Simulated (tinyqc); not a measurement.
Trap density and scattering coefficient from 1/f noise.

Problem. f S = K0 (1 + ac mu Cox I/gm)^2 with K0 = q^2 Vt lt Nt/(W L Cox^2), Vt in eV and Nt per eV. Find K0, Nt and ac.

Inputs (values chosen for the exercise): temperature T = 300 K; gate length L = 130 nm; total gate width W = 80 um; gate capacitance Cox = 0.71 uF/cm^2; mobility mu = 280 cm^2/(V s); tunnelling length into the oxide lt = 0.1 nm.

Constants: q = 1.602176634e-19 C, kB = 1.380649e-23 J/K, Vt = kB T/q. Results are converted to the units shown.

I/gm at two biases (V): 0.0374291600  0.190418038
f S at these biases (V^2): 2.33789117e-11  3.84884649e-11

Answer. sqrt(f S) is linear in I/gm: the intercept is sqrt(K0), and slope over intercept is ac mu Cox.

K0 = 2.03e-11 V^2
Nt = 1.60e17 cm^-3 eV^-1
ac = 1.00e4 V s/C

Program tinyqc, `OMP_NUM_THREADS=1 python tinyqc.py 2150057 2150058 out.jsonl`; Intel Xeon 2.30GHz, shared host, one thread, about 0.01 s.
